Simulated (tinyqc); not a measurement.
From results back to parameters: five-level k.p model folded onto the conduction band. Four cases, with inputs chosen for the exercise.

Problem. The levels are known; the mass and the g factor at E = Eg are given. Find Ep and Ep2.

Second-order sums for the lowest conduction level at E: 1/m = 1 + Cm + (Ep/3)(2/E + 1/(E + Dso)) - (Ep2/3)(2/(E7 + D2 - E) + 1/(E7 - E)); g/2 = 1 + Cg - (Ep/3)(1/E - 1/(E + Dso)) - (Ep2/3)(1/(E7 - E) - 1/(E7 + D2 - E)). E is counted from the top of the valence band; E = Eg at the edge.

Case 1.

Values chosen (near those of GaAs; shifted at random, so the results belong to these values and not to a real crystal): Eg = 1.51 eV (gap at Gamma to the s-like level); Dso = 0.339 eV (spin-orbit splitting); E7 = 4.61 eV (upper Gamma7 conduction level, from the valence top); D2 = 0.18 eV (its spin-orbit splitting, Gamma8 above Gamma7); Cm = -1 (remote term in 1/m); Cg = 0 (remote term in g/2).

m = 0.06771556 m0
g = -0.115880

Case 2.

Values chosen (near those of ZnSe; shifted at random, so the results belong to these values and not to a real crystal): Eg = 2.767 eV (gap at Gamma to the s-like level); Dso = 0.403 eV (spin-orbit splitting); E7 = 7.4 eV (upper Gamma7 conduction level, from the valence top); D2 = 0.1 eV (its spin-orbit splitting, Gamma8 above Gamma7); Cm = -2.7 (remote term in 1/m); Cg = -0.02 (remote term in g/2).

m = 0.16892605 m0
g = 1.222192

Case 3.

Values chosen (near those of InP; shifted at random, so the results belong to these values and not to a real crystal): Eg = 1.449 eV (gap at Gamma to the s-like level); Dso = 0.106 eV (spin-orbit splitting); E7 = 4.69 eV (upper Gamma7 conduction level, from the valence top); D2 = 0.08 eV (its spin-orbit splitting, Gamma8 above Gamma7); Cm = -2 (remote term in 1/m); Cg = 0 (remote term in g/2).

m = 0.07949306 m0
g = 1.297956

Case 4.

Values chosen (near those of GaAs; shifted at random, so the results belong to these values and not to a real crystal): Eg = 1.534 eV (gap at Gamma to the s-like level); Dso = 0.343 eV (spin-orbit splitting); E7 = 4.4 eV (upper Gamma7 conduction level, from the valence top); D2 = 0.19 eV (its spin-orbit splitting, Gamma8 above Gamma7); Cm = 0.1 (remote term in 1/m); Cg = -0.02 (remote term in g/2).

m = 0.06754821 m0
g = -0.147567

Find: coefficients of (Ep, Ep2); right-hand sides 1/m - 1 - Cm and 1 + Cg - g/2; Ep, Ep2.

Solution. Both sums are linear in Ep and Ep2, so two equations fix them.

Case 1.

coefficients of (Ep, Ep2) (1/eV):
```
         1         2
1  0.62178  -0.31078
2  0.04047   0.00590
```

right-hand sides 1/m - 1 - Cm and 1 + Cg - g/2: 14.7677  1.0579

Ep, Ep2 (eV): 25.60  3.70

Case 2.

coefficients of (Ep, Ep2) (1/eV):
```
         1         2
1  0.34609  -0.21280
2  0.01531   0.00152
```

right-hand sides 1/m - 1 - Cm and 1 + Cg - g/2: 7.6198  0.3689

Ep, Ep2 (eV): 23.80  2.90

Case 3.

coefficients of (Ep, Ep2) (1/eV):
```
         1         2
1  0.67445  -0.30359
2  0.01568   0.00248
```

right-hand sides 1/m - 1 - Cm and 1 + Cg - g/2: 13.5797  0.3510

Ep, Ep2 (eV): 21.80  3.70

Case 4.

coefficients of (Ep, Ep2) (1/eV):
```
         1         2
1  0.61218  -0.33446
2  0.03971   0.00723
```

right-hand sides 1/m - 1 - Cm and 1 + Cg - g/2: 13.7042  1.0538

Ep, Ep2 (eV): 25.50  5.70

Computed by tinyqc, one run a case: `OMP_NUM_THREADS=1 python tinyqc.py N N+1 out.jsonl` with N = 1050723, 1050769, 1050787, 1050799; one thread of a shared Intel(R) Xeon(R) Processor @ 2.30GHz, about 0.01 s a run at most.
